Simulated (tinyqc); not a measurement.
Segment and feed resistance from two drops.

Inverse problem. A rail is fed at one end through Rq; K loads of Ij follow, each after a segment Rs. The drop at load j is K Ij Rq + Rs Ij sum_(l=1..j) (K - l + 1). Find Rs, Rq and the worst drop, at the middle, if the rail were fed through Rq at both ends: K Ij Rq/2 + Rs Ij K^2/8 with the load taken as continuous.

Parameters, values chosen for the exercise: number of equal loads K = 21; current of each load Ij = 0.29 mA.

drops at the first and at the last load (mV): 2.3751000  12.119100

Solution. The difference of the two drops is Rs Ij K (K - 1)/2, which gives Rs; the first drop then gives Rq.

Rs = 0.160 ohm
Rq = 0.230 ohm
drop at the middle with two feeds = 3.26 mV

Computed by the program tinyqc: `OMP_NUM_THREADS=1 python tinyqc.py 2770190 2770191 out.jsonl`, one thread of a shared Intel Xeon 2.30GHz, about 0.07 s for the whole run.
